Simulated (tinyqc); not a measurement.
Debye-Callaway model of lattice thermal conductivity: one step, computed by the program tinyqc.

Three acoustic branches with one velocity v, cut at omega_D = k_B Theta/hbar; x = hbar omega/(k_B T). v and Theta are separate inputs: Theta cuts off the heat-carrying modes, so C need not reach 3 k_B/V. gamma is an effective value that sets the umklapp rate.

Task: Scattering rates at one frequency. Rates: point defects A omega^4; umklapp B omega^2 T exp(-Theta/(b T)) with B = hbar gamma^2/(M v^2 Theta). Boundaries: v/L. The resistive time is tau_R = 1/(boundary + point-defect + umklapp rates), and the free path is v tau_R.

Inputs (values chosen for the exercise, for a model crystal): sound velocity v = 10700 m/s; Debye temperature Theta = 1100 K; mean atomic mass M = 77 u; effective Grueneisen parameter gamma = 1.76; umklapp exponent divisor b = 2.5; Casimir length L = 4200 micrometre; temperature T = 150 K; probe frequency omega/omega_D = 0.76.

Sample: crystal. Point defects: vacancies. Normal processes: left out.

Rayleigh coefficient A = 1.749214e-47 s^3

Constants: k_B = 1.380649e-23 J/K; hbar = 1.054571817e-34 J s; u = 1.6605390666e-27 kg.

Give: omega; Rates; tau_R; free path.

Result:

omega = 1.094e+14 rad/s

Rates:
```
process        rate (1/s)  rate x tau_R
boundaries      2.548e+06     5.722e-04
point defects   2.510e+09        0.5637
umklapp         1.940e+09        0.4357
```

tau_R = 2.246e-10 s

free path = 2403 nm

The strongest resistive process at this frequency: point defects, 56 % of the resistive rate.
